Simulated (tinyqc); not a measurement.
How the errors depend on the field: Haynes-Shockley experiment: drift, diffusion and decay of a minority-carrier pulse. Computed by tinyqc, a small Python program. Command: `OMP_NUM_THREADS=1 python tinyqc.py 3112888 3112889 out.jsonl haynes walk`. One thread of a shared host (Intel(R) Xeon(R) Processor @ 2.30GHz), about 0.01 s of CPU time with the checks.

A thin sheet of excess carriers is made at x = 0, t = 0 in a long uniform bar; injection is low, so the pulse moves with the minority mobility.

Inputs (values chosen for the exercise, modelled on electrons in p-type germanium in a lightly doped bar):
```
quantity                     value         unit
minority mobility mu          4010   cm^2/(V s)
lifetime tau                    45  microsecond
temperature T                  300            K
field F                         22         V/cm
distance d to the collector    1.1           cm
injected sheet density N0    3e+10       1/cm^2
```

Constants: k_B = 8.617333262e-05 eV/K.

Method:
- D = mu k_B T/e, v = mu F.
- Transit time d/v, diffusion length sqrt(D tau), drift length v tau, Peclet number v d/D = e F d/(k_B T).
- dn(x, t) = N0/sqrt(4 pi D t) exp(-(x - v t)^2/(4 D t) - t/tau).
- At fixed x the signal peaks where d ln(dn)/dt = 0: a t^2 + t/2 - x^2/(4 D) = 0 with a = v^2/(4 D) + 1/tau.
- The full width at half maximum is found by solving dn(x, t) = peak/2 on both sides of the peak.
- With w that width: mu = d/(F t_p); D = (w d)^2/(16 ln2 t_p^3). The field is scaled by the factors listed.

D = 103.667 cm^2/s

Errors of the simple reading:
```
factor  F (V/cm)   v d/D  v^2 tau/(4 D)  error of mu (%)  error of D (%)
0.5         11.0   468.0            211          0.45040         0.36163
0.7         15.4   655.3            414          0.27347         0.25845
1.0         22.0   936.1            845          0.16607         0.18095
1.5         33.0  1404.1           1900          0.09755         0.12063
2.5         55.0  2340.2           5279          0.05221         0.07237
4.0         88.0  3744.4          13514          0.03041         0.04523
7.0        154.0  6552.7          41385          0.01647         0.02584
```

What follows from these numbers?

The error of mu falls from 0.450 to 0.0165 %. For large v d/D it is about D/(v d) + 2 D/(v^2 tau), here 0.0165 % in the last row: one part from spreading, one from recombination.

Extremes, crossings and ranges named in words are read from the listed rows.
